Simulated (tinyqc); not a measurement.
MP2 on RHF in the sto-3g basis, for H4, spin multiplicity 1, step by step. One step of it, computed by the program tinyqc.

Task: Second-order Moller-Plesset energy. E2 = sum_ijab (ia|jb) [2 (ia|jb) - (ib|ja)] / (e_i + e_j - e_a - e_b) over occupied i, j and virtual a, b; the opposite-spin part is (ia|jb)^2 / denominator, the rest is same-spin, and SCS-MP2 scales them by 6/5 and 1/3.

orbital energies (hartree): MO1 -0.597782, MO2 -0.379260, MO3 0.279923, MO4 0.786115

Two-electron integrals over orbitals (pq|rs), unique and non-zero (hartree):
```
(11|11) 0.483173    (21|21) 0.160282    (22|11) 0.427587    (22|22) 0.444264
(31|11) -0.077657   (31|22) 0.009872    (31|31) 0.108408    (32|21) 0.095097
(32|32) 0.134670    (33|11) 0.436025    (33|22) 0.438595    (33|31) -0.004920
(33|33) 0.457200    (41|21) 0.041058    (41|32) -0.057279   (41|41) 0.097238
(42|11) 0.080846    (42|22) 0.003197    (42|31) -0.100363   (42|33) 0.001503
(42|42) 0.106241    (43|21) -0.154362   (43|32) -0.096881   (43|41) -0.039062
(43|43) 0.166062    (44|11) 0.507170    (44|22) 0.453743    (44|31) -0.081739
(44|33) 0.468497    (44|42) 0.089310    (44|44) 0.560878
```

Hartree-Fock energy = -2.08592474 hartree

Give: Terms; Pair energies; MP2 correlation energy; SCS-MP2 correlation energy; MP2 total energy.

Result:

Terms:
```
i  j  a  b  (ia|jb)  (ib|ja)  denominator       term
2  2  3  3   0.1347   0.1347      -1.3184    -0.0138
1  2  3  4  -0.1004  -0.0573      -2.0431    -0.0070
2  1  4  3  -0.1004  -0.0573      -2.0431    -0.0070
1  1  3  3   0.1084   0.1084      -1.7554    -0.0067
2  2  4  4   0.1062   0.1062      -2.3308    -0.0048
1  1  4  4   0.0972   0.0972      -2.7678    -0.0034
1  2  4  3  -0.0573  -0.1004      -2.0431  -3.98e-04
2  1  3  4  -0.0573  -0.1004      -2.0431  -3.98e-04
```

Pair energies (hartree; pair i-j sums ij and ji):
```
pair  opposite spin  same spin
1-1         -0.0101     0.0000
2-1         -0.0131    -0.0018
2-2         -0.0186     0.0000
```

MP2 correlation energy = -0.043599 hartree

SCS-MP2 correlation energy = -0.050744 hartree

MP2 total energy = -2.129524 hartree
